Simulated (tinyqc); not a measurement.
Ion implantation: universal nuclear stopping, Lindhard-Scharff electronic stopping and a Gaussian range profile. Changing the ion energy E. Computed by tinyqc, a small Python program. Command: `OMP_NUM_THREADS=1 python tinyqc.py 3007626 3007627 out.jsonl implant sweep`. One thread of a shared host (Intel(R) Xeon(R) Processor @ 2.30GHz), about 0.1 s of CPU time with the checks.

An ion slows by elastic collisions with screened nuclei and by friction with electrons; channelling is ignored and the target is uniform.

Inputs (values chosen for the exercise, modelled on arsenic ions in aluminium):
```
quantity                                 value    unit
ion atomic number Z1                        33       -
ion mass M1                                 75       u
target atomic number Z2                     13       -
target mass M2                           26.98       u
target density N                          60.2  1/nm^3
scale factor of electronic stopping k      1.4       -
dose Q                                 5.2e+14  1/cm^2
background C_B                         3.9e+15  1/cm^3
displacement energy E_d                     25      eV
```

Method:
- Reduced energy eps = 32.53 M2 E/(Z1 Z2 (M1 + M2)(Z1^0.23 + Z2^0.23)), E in keV; s_n = ln(1 + 1.1383 eps)/(2 (eps + 0.01321 eps^0.21226 + 0.19593 eps^0.5)) for eps up to 30 and ln(eps)/(2 eps) above; S_n = 8.462 Z1 Z2 M1 s_n/((M1 + M2)(Z1^0.23 + Z2^0.23)) in 1e-15 eV cm^2.
- S_e = k 3.83 Z1^(7/6) Z2/(Z1^(2/3) + Z2^(2/3))^(3/2) sqrt(E/M1) in 1e-15 eV cm^2, E in keV.
- Path length R = int_0^E dE'/(N (S_n + S_e)); energy lost to nuclei nu = int_0^E S_n/(S_n + S_e) dE' (both with E' = E y^3 and 64 Gauss-Legendre points in y).
- Estimates of Lindhard type: R_p = R/(1 + M2/(3 M1)), straggle dR_p = (2/3) R_p sqrt(M1 M2)/(M1 + M2).
- C(x) = C_p exp(-(x - R_p)^2/(2 dR_p^2)) with C_p = Q/(sqrt(2 pi) dR_p), 1 nm = 1e-7 cm; the profile falls to the background at x_j = R_p + dR_p sqrt(2 ln(C_p/C_B)); the peak atomic fraction is C_p/N.
- Kinchin-Pease count with efficiency 0.8: N_d = 0.8 nu/(2 E_d), taking all of nu as damage energy (an upper estimate, as recoils also lose energy to electrons). Spread over a depth R_p + dR_p, displacements per atom = Q N_d/(N (R_p + dR_p)).

One run for each value; columns: (1) ion energy E (keV); (2) projected range R_p (nm); (3) peak concentration C_p (1/cm^3); (4) energy lost to nuclei nu (keV); (5) depth x_j where C falls to C_B (nm); (6) displacements per atom:
```
(1)     (2)         (3)     (4)     (5)     (6)
2      5.12  1.3772e+21    1.83   12.74  0.3808
4      7.28  9.6847e+20    3.64   17.96  0.5334
8     10.68  6.6038e+20    7.22   26.10  0.7216
16    16.24  4.3447e+20   14.25   39.26  0.9371
32    25.70  2.7451e+20   27.90   61.40  1.1596
63    42.03  1.6784e+20   53.21   99.13  1.3519
130   74.82  9.4282e+19  103.89  173.68  1.4829
500  246.70  2.8596e+19  321.15  552.77  1.3903
```

Give the missing row, ion energy E (keV) = 250.

Computed row; columns: (1) ion energy E (keV); (2) projected range R_p (nm); (3) peak concentration C_p (1/cm^3); (4) energy lost to nuclei nu (keV); (5) depth x_j where C falls to C_B (nm); (6) displacements per atom:
```
(1)     (2)         (3)     (4)     (5)     (6)
250  131.49  5.3651e+19  184.26  300.29  1.4966
```

Interpolating between the two neighbouring rows (the first column on a logarithmic scale, the others too where they are positive) misses most in displacements per atom, by 4.0 %. Over the rows, projected range R_p (nm) rises from 5.12 to 247 (exponent d ln y / d ln x 0.51 between the first rows and 0.91 between the last); peak concentration C_p (1/cm^3) falls from 1.38e21 to 2.86e19 (exponent d ln y / d ln x -0.51 between the first rows and -0.91 between the last); energy lost to nuclei nu (keV) rises from 1.83 to 321 (exponent d ln y / d ln x 0.99 between the first rows and 0.80 between the last). The share of energy given to nuclei falls from 0.91 to 0.64 as electronic stopping grows. C_p is inverse to the straggle, which these estimates tie to R_p.

Caution (all rows): above a few tenths of a displacement per atom cascades overlap, so the count overstates new damage; heavy ions turn silicon and germanium amorphous at such levels, while light ions such as boron and metal targets anneal much of the damage.

Extremes, crossings and ranges named in words are read from the listed rows.
